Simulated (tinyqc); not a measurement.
Classical Heisenberg spin chain: exact results, Metropolis, heat-bath and over-relaxation steps, and a Monte Carlo run. Changing the temperature T. Computed by tinyqc, a small Python program. Command: `OMP_NUM_THREADS=1 python tinyqc.py 3130207 3130208 out.jsonl heismc sweep`. One thread of a shared host (Intel(R) Xeon(R) Processor @ 2.30GHz), about 0.01 s of CPU time with the checks.

E = -J sum_i s_i . s_(i+1) for unit vectors s_i on an open chain; K = J/(k_B T).

Inputs (values chosen for the exercise, for a model chain of large moments): coupling J = 24 meV; moment mu = 4.1 mu_B.

Constants: k_B = 8.617333262e-05 eV/K; mu_B = 5.7883818060e-05 eV/T.

Method. Each bond angle is independent, so u = <s_i . s_(i+1)> = coth K - 1/K, <s_i . s_(i+n)> = u^n, correlation length xi = -1/ln|u|, energy per bond -J u, heat capacity per bond c/k_B = 1 - K^2/sinh^2 K, and for the long chain chi = mu^2 (1 + u)/(3 k_B T (1 - u)) per spin.

One run for each value:

| temperature T (K) | chi (mu_B/T per spin) | xi (sites) | heat capacity (k_B/bond) | u |
|---|---|---|---|---|
| 14.4 | 9.849e+00 | 18.84 | 1.000 | 0.9483 |
| 24.8 | 3.257e+00 | 10.72 | 1.000 | 0.9110 |
| 42.7 | 1.062e+00 | 6.01 | 1.000 | 0.8467 |
| 73.6 | 3.374e-01 | 3.27 | 0.970 | 0.7368 |
| 127.0 | 1.080e-01 | 1.77 | 0.754 | 0.5692 |
| 218.0 | 3.895e-02 | 1.05 | 0.404 | 0.3857 |
| 376.0 | 1.627e-02 | 0.70 | 0.164 | 0.2383 |
| 647.0 | 7.739e-03 | 0.51 | 0.060 | 0.1417 |
| 1110.0 | 4.007e-03 | 0.40 | 0.021 | 0.0833 |
| 1920.0 | 2.159e-03 | 0.33 | 0.007 | 0.0483 |

Over the rows, chi (mu_B/T per spin) falls from 9.85 to 0.00216 (exponent d ln y / d ln x -2.0 between the first rows and -1.1 between the last); xi (sites) falls from 18.8 to 0.330 (exponent d ln y / d ln x -1.0 between the first rows and -0.36 between the last); heat capacity (k_B/bond) falls from 1.00 to 0.00698. At the low end the exponent of chi is -2.04, close to -2: chi goes as xi/T with xi as 1/T. At the low end the exponent of xi is -1.04, close to -1: xi grows as K.
